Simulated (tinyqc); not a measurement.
Grain-boundary diffusion: Harrison regimes, Fisher and Le Claire analysis, Hart average. Changing the time t. Computed by tinyqc, a small Python program. Command: `OMP_NUM_THREADS=1 python tinyqc.py 3024125 3024126 out.jsonl gbdiff sweep`. One thread of a shared host (Intel(R) Xeon(R) Processor @ 2.30GHz), about 0.01 s of CPU time with the checks.

A boundary is a slab of width delta with diffusivity D_b, normal to a surface held at constant concentration; it leaks into grains of diffusivity D.

Inputs (values chosen for the exercise, for a model polycrystal):
```
quantity                          value   unit
lattice prefactor D0            7.8e-06  m^2/s
lattice activation energy E        2.88     eV
boundary prefactor D0b          3.3e-05  m^2/s
boundary activation energy E_b     1.75     eV
boundary width delta               0.58     nm
segregation factor s                 30      -
grain size d                        4.5     um
temperature T                       888      K
```

Constants: k_B = 8.617333262e-05 eV/K.

Method:
- D = D0 exp(-E/(k_B T)), D_b = D0b exp(-E_b/(k_B T)).
- Triple product P = s delta D_b.
- l = sqrt(D t); P = s delta D_b; alpha = s delta/(2 l); beta = P/(2 D l). Regime A if l > 3 d, C if alpha > 1, B if alpha < 0.1, l < d/4 and beta > 10, otherwise a transition.
- Fisher: the mean concentration falls as exp(-y/y_F), y_F = sqrt(P) (pi t/(4 D))^(1/4), with the boundary equation P d2c/dy2 = 2 c sqrt(D/(pi t)). Le Claire (from the Whipple solution): ln c falls as -(y/y_L)^(6/5) with P = 1.322 sqrt(D/t) y_L^2.

One run for each value:
```
time t (s)  Le Claire depth y_L (um)  lattice diffusion length l (um)        beta       alpha
1.00e+01                       2.926                       5.9352e-05  1.6060e+09  1.4658e+02
1.00e+02                       5.202                       1.8769e-04  5.0785e+08  4.6354e+01
1.00e+03                       9.251                       5.9352e-04  1.6060e+08  1.4658e+01
1.00e+04                      16.451                       1.8769e-03  5.0785e+07  4.6354e+00
1.00e+05                      29.255                       5.9352e-03  1.6060e+07  1.4658e+00
1.00e+06                      52.024                       1.8769e-02  5.0785e+06  4.6354e-01
1.00e+07                      92.513                       5.9352e-02  1.6060e+06  1.4658e-01
```

Describe and explain the trends.

Over the rows, Le Claire depth y_L (um) rises from 2.93 to 92.5 (exponent d ln y / d ln x about 0.25 throughout); lattice diffusion length l (um) rises from 5.94e-5 to 0.0594 (exponent d ln y / d ln x about 0.50 throughout); beta falls from 1.61e9 to 1.61e6 (exponent d ln y / d ln x about -0.50 throughout). The exponent of Le Claire depth y_L stays at 0.25: the Le Claire depth goes as (t/D)^(1/4) at fixed P. The exponent of beta stays at -0.50: beta = P/(2 D sqrt(D t)).

Caution (all rows): the Fisher and Le Claire forms need regime B with beta above 10.
